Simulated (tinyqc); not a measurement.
Pariser-Parr-Pople SCF with singles CI, for the molecule C=Cc1ccccc1 (SMILES; centres numbered as the heavy atoms are written), step by step. One step of it, computed by the program tinyqc.

Problem. Singles CI, singlets. Over the 9 single excitations with the smallest orbital gaps: A = (e_a - e_i) delta + 2 (ia|jb) - (ij|ab), with (pq|rs) = sum c_mp c_mq gamma_mn c_nr c_ns. f = 2/3 w |mu|^2 in atomic units, mu = sqrt2 sum c_ia sum_m c_mi c_ma R_m.

orbital energies (eV): -13.668290  -11.617868  -10.360799  -9.438748  -1.751252  -0.829201  0.427868  2.478290

coefficients:
```
         MO1        MO2        MO3        MO4        MO5        MO6        MO7        MO8
1C  0.148074   0.409335   0.009467   0.557162   0.557162   0.009467  -0.409335   0.148074
2C  0.289953   0.522698  -0.001315   0.377773  -0.377773   0.001315   0.522698  -0.289953
3C  0.495329   0.334767  -0.013422  -0.377359  -0.377359  -0.013422  -0.334767   0.495329
4C  0.396645   0.008285   0.493856  -0.314181   0.314181  -0.493856   0.008285  -0.396645
5C  0.341813  -0.326859   0.506492   0.140689   0.140689   0.506492   0.326859   0.341813
6C  0.321168  -0.476125   0.012344   0.412315  -0.412315  -0.012344  -0.476125  -0.321168
7C  0.340422  -0.336956  -0.493149   0.165461   0.165461  -0.493149   0.336956   0.340422
8C  0.394272  -0.004889  -0.505917  -0.297613   0.297613   0.505917  -0.004889  -0.394272
```

repulsion gamma_rs (eV), lower triangle:
```
           1C         2C         3C         4C         5C         6C         7C         8C
1C  11.130000
2C   5.345934  11.130000
3C   3.872489   5.344958  11.130000
4C   2.881753   3.872798   5.347393  11.130000
5C   2.344139   2.881223   3.872798   5.344958  11.130000
6C   2.270929   2.621133   3.517790   3.872662   5.346991  11.130000
7C   2.621133   2.880865   3.871956   3.517636   3.872865   5.345934  11.130000
8C   3.517790   3.871956   5.345096   3.872865   3.517846   3.872489   5.344958  11.130000
```

Centres (angstrom, eV; a flat drawing with bonds scaled to 1.40 angstrom):

| centre | x | y | core charge z | W | gamma_rr |
|---|---|---|---|---|---|
| 1C | -2.879000 | 0.438000 | 1 | 11.160000 | 11.130000 |
| 2C | -1.930000 | -0.591000 | 1 | 11.160000 | 11.130000 |
| 3C | -0.564000 | -0.283000 | 1 | 11.160000 | 11.130000 |
| 4C | 0.385000 | -1.311000 | 1 | 11.160000 | 11.130000 |
| 5C | 1.751000 | -1.003000 | 1 | 11.160000 | 11.130000 |
| 6C | 2.167000 | 0.333000 | 1 | 11.160000 | 11.130000 |
| 7C | 1.218000 | 1.362000 | 1 | 11.160000 | 11.130000 |
| 8C | -0.148000 | 1.054000 | 1 | 11.160000 | 11.130000 |

Give: singlet CI matrix; singlet excitation energies; oscillator strengths.

Solution.

singlet CI matrix (eV), lower triangle:
```
        4>5     4>6     3>5     3>6     4>7     2>5     2>6     3>7
4>5   4.986
4>6  -0.090   5.425
3>5  -0.090   0.679   5.425
3>6  -0.166   0.001   0.001   6.635
4>7  -0.056   0.063   0.077  -0.283   6.920
2>5   0.056  -0.077  -0.063   0.283  -0.399   6.920
2>6   0.020   0.227  -0.466   0.003  -0.013   0.013   7.315
3>7  -0.020   0.466  -0.227  -0.003   0.013  -0.013  -0.403   7.315
1>5   0.249  -0.031   0.039  -0.003  -0.230  -0.070   0.001  -0.056

       1>5
1>5  8.472
```

singlet excitation energies (eV): 4.544  4.935  6.058  6.479  6.502  7.113  7.498  7.758  8.529

oscillator strengths: 0.000  0.749  0.441  0.507  0.110  0.000  0.373  0.725  0.069
